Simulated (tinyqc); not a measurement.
Random telegraph noise from one oxide trap in a small MOSFET: one step of the calculation.

An acceptor-like trap exchanges electrons with the channel. Inversion charge Q = Cox u, u = n Vt W0(exp((Vg - VT)/(n Vt))), W0 the Lambert function, n = nf, Cox = eps0 eox/tox; linear regime Id = (W/L) mu Q Vd. Relative to threshold the surface potential rises by Vt ln(u/u0) and the oxide voltage by the rest of Vg - VT, with u0 = n Vt W0(1).

Problem. Step height. A = W L; threshold step dV = q (1 - xt/tox)/(Cox A); gm/Id = 1/(u + n Vt); relative step dI/I = (gm/Id) dV + asc mu/A. Id as defined.

Parameters, values chosen for the exercise; values of the order met in silicon transistors:
- T = 200 K (temperature)
- eox = 3.9 (relative permittivity of the gate insulator (close to silicon dioxide))
- tox = 1.7 nm (insulator thickness)
- xt = 0.46 nm (depth of the trap from the channel interface)
- nf = 1.1 (body factor)
- W = 32 nm (gate width)
- L = 49 nm (gate length)
- mu = 250 cm^2/(V s) (mobility)
- asc = 3.5e-16 V s (scattering coefficient of the charged trap)
- Vd = 0.05 V (drain voltage)

Constants: q = 1.602176634e-19 C, kB = 1.380649e-23 J/K, Vt = kB T/q, eps0 = 8.8541878128e-14 F/cm where lengths are in cm. Results are converted to the units shown.

u = 0.014753633 V
N = 1.8704796e11 cm^-2

Find: electrons in the channel N A; dV; gm/Id; number part of dI/I; dI/I; Id; dI.

Solution.

electrons in the channel N A = 2.933
dV = 3.669 mV
gm/Id = 29.66 1/V
number part of dI/I = 10.88 %
dI/I = 11.44 %
Id = 0.2446 uA
dI = 27.99 nA

Range of the model: VT is taken as given; short-channel effects and the uneven flow of current among few electrons are left out.

Numbers from tinyqc (`OMP_NUM_THREADS=1 python tinyqc.py 2710116 2710117 out.jsonl`; about 0.01 s on one thread of a shared Intel Xeon 2.30GHz).
